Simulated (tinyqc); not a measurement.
Length of a polyene: Hueckel, PPP and singles CI along the polyenes. Computed by the program tinyqc. Hueckel uses the same beta without repulsion; CIS keeps all single excitations and so misses the low, doubly excited 2Ag state. W is the valence ionisation energy of a centre, MN the Mataga-Nishimoto formula, f the oscillator strength.

All-trans chains of carbon centres 1.40 angstrom apart:
```
parameter                               value
beta (eV), times 1 +/- alternation  -2.260000
alternation                          0.050000
W (eV)                              11.160000
gamma_rr (eV)                       10.290000
repulsion formula                        Ohno
```

Gaps and excitations (eV):
```
centres  Hueckel gap  PPP orbital gap  bright singlet (CIS)      f  lowest triplet (CIS)
2              4.746           12.021                 6.254  0.536                 3.238
6              2.295            8.303                 4.105  1.421                 1.788
8              1.860            7.556                 3.586  1.783                 1.534
10             1.582            7.067                 3.228  2.108                 1.383
12             1.389            6.728                 2.969  2.406                 1.286
14             1.248            6.483                 2.776  2.686                 1.220
```

Estimate the missing row, centres = 4.

Computed row:
```
centres  Hueckel gap  PPP orbital gap  bright singlet (CIS)      f  lowest triplet (CIS)
4              3.062            9.555                 4.905  1.011                 2.256
```

The Hueckel gap tends to 4 x alternation x |beta| = 0.45 eV for long chains. Exchange opens the PPP orbital gap, and the attraction of electron and hole brings the bright state 3.71 eV below it at 14 centres; the triplet lies 1.56 eV lower still.
